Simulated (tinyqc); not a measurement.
Implanted layer, carriers, mobility and sheet resistance with incomplete ionisation: two steps of the calculation.

A p-type layer from the surface x = 0 to the junction xj, N(x) = N0 exp(-(x - Rp)^2/(2 sg^2)). Local neutrality (no depletion at surface or junction, no spilling of carriers), intrinsic carriers neglected, Boltzmann statistics.

Inputs (values chosen for the exercise); values close to those of boron in silicon over an n-type background: temperature T = 300 K; background doping of the opposite type Nb = 1.5e14 cm^-3; peak chemical concentration N0 = 9.5e16 cm^-3; mobility limit at high doping m1 = 44.5 cm^2/(V s); mobility limit at low doping, at 300 K m2 = 485 cm^2/(V s); reference doping of the mobility law Nr = 2.17e17 cm^-3; exponent of the mobility law am = 0.716; temperature exponent of m2 bt = 2; solubility limit of active dopant Ns = 2e20 cm^-3; valence-band density of states at T NB = 2.57e19 cm^-3; ionisation energy in the dilute limit Ei = 0.0459 eV; degeneracy factor of the level gd = 4; lowering of Ei per N^(1/3) ks = 6.7e-9 eV cm; straggle after annealing sg = 100 nm; projected range Rp = 72 nm.

Constants: q = 1.602176634e-19 C, kB = 1.380649e-23 J/K, Vt = kB T/q. Results are converted to the units shown.

Question 1. Junction depth and local values. xj = Rp + sg sqrt(2 ln(N0/Nb)); 14 equal steps from 0 to xj. Active dopant A = min(N, Ns); p solves p (p + Nb)/(A - Nb - p) = K, K = (NB/gd) exp(-E/Vt), E = max(Ei - ks A^(1/3), 0), so p = 2 K (A - Nb)/[Nb + K + sqrt((Nb + K)^2 + 4 K (A - Nb))]; mobility mu = m1 + (m2 (T/300 K)^(-bt) - m1)/(1 + ((A + Nb)/Nr)^am).

Wanted: xj; x; N; A; p; mu.

Answer 1.

xj = 431.19 nm

```
point	x (nm)	N (cm^-3)	A (cm^-3)	p (1e16 cm^-3)	mu (cm^2/(V s))
0	0.00	7.3309e16	7.3309e16	6.9202	346.12
1	30.80	8.7270e16	8.7270e16	8.1650	334.01
2	61.60	9.4488e16	9.4488e16	8.8003	328.32
3	92.40	9.3044e16	9.3044e16	8.6737	329.43
4	123.20	8.3330e16	8.3330e16	7.8159	337.27
5	154.00	6.7877e16	6.7877e16	6.4301	351.30
6	184.80	5.0285e16	5.0285e16	4.8190	370.37
7	215.60	3.3882e16	3.3882e16	3.2818	392.61
8	246.40	2.0763e16	2.0763e16	2.0259	415.51
9	277.20	1.1572e16	1.1572e16	1.1310	436.49
10	308.00	5.8661e15	5.8661e15	0.5687	453.60
11	338.79	2.7045e15	2.7045e15	0.2548	466.03
12	369.59	1.1340e15	1.1340e15	0.0983	474.09
13	400.39	4.3247e14	4.3247e14	0.0282	478.74
14	431.19	1.5000e14	1.5000e14	0.0000	481.08
```

At the point of highest doping 93.3 % of the net active dopant gives free carriers. The mobility runs from 328 to 481 cm^2/(V s).

Question 2. Sheet quantities by the trapezoid rule. Dose = integral of N, carrier sheet density = integral of p, 1/Rs = q integral of p mu, mean mobility 1/(q Rs sheet density), Hall mobility (unit Hall factor) = integral of p mu^2 over integral of p mu, Hall sheet density = (integral of p mu)^2/integral of p mu^2; all from 0 to xj.

```
point	x (nm)	N (cm^-3)	p (1e16 cm^-3)	mu (cm^2/(V s))
0	0.00000	7.3308524e16	6.9202245	346.11968
1	30.79953	8.7269669e16	8.1649597	334.00946
2	61.59906	9.4487535e16	8.8003414	328.32333
3	92.39860	9.3043931e16	8.6736937	329.43262
4	123.19813	8.3330487e16	7.8158909	337.26829
5	153.99766	6.7876920e16	6.4301215	351.29609
6	184.79719	5.0285488e16	4.8190400	370.36999
7	215.59673	3.3881729e16	3.2817643	392.60743
8	246.39626	2.0763033e16	2.0259257	415.51314
9	277.19579	1.1572264e16	1.1309960	436.49489
10	307.99532	5.8660837e15	0.5686978	453.60112
11	338.79486	2.7044596e15	0.2548366	466.02954
12	369.59439	1.1340053e15	0.0983009	474.08858
13	400.39392	4.3246603e14	0.0282356	478.73738
14	431.19345	1.5e14	0.0000000	481.08455
```

Give: dose; carrier sheet density; Rs; mean mobility; Hall mobility; Hall sheet density.

Answer 2.

dose = 1.8153e12 cm^-2
carrier sheet density = 1.7110e12 cm^-2
Rs = 10439 ohm/square
mean mobility = 349.43 cm^2/(V s)
Hall mobility = 351.90 cm^2/(V s)
Hall sheet density = 1.6990e12 cm^-2

Carriers make up 94.3 % of the dose. A Hall measurement weights the mobile tail, so its sheet density is 0.70 % below the true one.

Program tinyqc, `OMP_NUM_THREADS=1 python tinyqc.py 2110112 2110113 out.jsonl`; Intel Xeon 2.30GHz, shared host, one thread, about 0.01 s.
